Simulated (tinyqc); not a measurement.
Memristor with linear dopant drift: one step of the calculation.

A film of thickness D has a doped share x: R = Ron x + Roff (1 - x), i = v/R, dx/dt = k i F with k = mv Ron/D^2 and F = 1 (no window). The drive is v = V0 sin(2 pi f t). The model has no threshold and no heating.

Question. One Runge-Kutta step. Step h = 1/(12 f), from t = j h. With g(t, x) = dx/dt: k1 = g(t, x), k2 = g(t + h/2, x + h k1/2), k3 = g(t + h/2, x + h k2/2), k4 = g(t + h, x + h k3), x(new) = x + h (k1 + 2 k2 + 2 k3 + k4)/6.

Values chosen for this exercise:
```
symbol    value       unit                             meaning
Ron         100        ohm  resistance of the fully doped film
Roff      16000        ohm      resistance of the undoped film
D             5         nm                      film thickness
mv      3.7e-14  m^2/(V s)                     dopant mobility
V0          0.5          V                           amplitude
f            13         Hz                           frequency
```

x at step 1 = 0.26016228
j = 1

Find: k1..k4; x at step 2.

Answer.

k1..k4 (1/s): 3.1188  4.4706  4.4971  5.6191
x at step 2 = 0.28866

Computed by the program tinyqc: `OMP_NUM_THREADS=1 python tinyqc.py 2880123 2880124 out.jsonl`, one thread of a shared Intel Xeon 2.30GHz, about 0.2 s for the whole run.
